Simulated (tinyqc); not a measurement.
Critical temperature from a phonon spectrum: McMillan, Allen-Dynes and the linearised Eliashberg equation: one step, computed by the program tinyqc. Command: `OMP_NUM_THREADS=1 python tinyqc.py 3027963 3027964 out.jsonl eliashberg walk`. One thread of a shared host (Intel(R) Xeon(R) Processor @ 2.30GHz), about 0.01 s of CPU time with the checks.

alpha^2 F(omega) = sum_i (lambda_i omega_i/2) delta(omega - omega_i), so that lambda = 2 int alpha^2 F/omega d omega = sum_i lambda_i.

Task: The small kernel at the trial temperature. Linearised Eliashberg equation at omega_n = (2n + 1) pi k_B T, n = 0..N-1: lambda(j) = sum_i lambda_i omega_i^2/(omega_i^2 + (2 pi j k_B T)^2); K_mn = lambda(m - n) + lambda(m + n + 1) - 2 mu*(N) - delta_mn [2m + 1 + lambda(0) + 2 sum_(j=1..m) lambda(j)], with 1/mu*(N) = 1/mu* + ln(omega_rms/omega_N), omega_N = (2N + 1) pi k_B T. T_c is where the largest eigenvalue rho of K is zero.

Inputs (values chosen for the exercise, for a model metal):
```
quantity                                value  unit
peak energy omega_1                      39.7   meV
coupling lambda_1                       0.491     -
peak energy omega_2                      84.7   meV
coupling lambda_2                       0.554     -
peak energy omega_3                       165   meV
coupling lambda_3                       0.515     -
Coulomb pseudopotential mu*               0.1     -
trial temperature                        83.2     K
Matsubara points N in the small matrix      5     -
```

Peaks in alpha^2 F: three.

omega_rms = 109.6883 meV

Constants: k_B = 8.617333262e-05 eV/K.

Give: lambda(j), j = 0, 1, ...; mu*(N); K.

Result:

lambda(j), j = 0, 1, ...: 1.560  1.126  0.736  0.503  0.358  0.263  0.200  0.156  0.124  0.101

mu*(N) = 0.1089

K, lower triangle (symmetric):
```
       1      2      3       4       5
1  -0.09
2   1.64  -4.97
3   1.02   1.27  -8.68
4   0.64   0.78   1.11  -11.79
5   0.40   0.49   0.67    1.03  -14.56
```
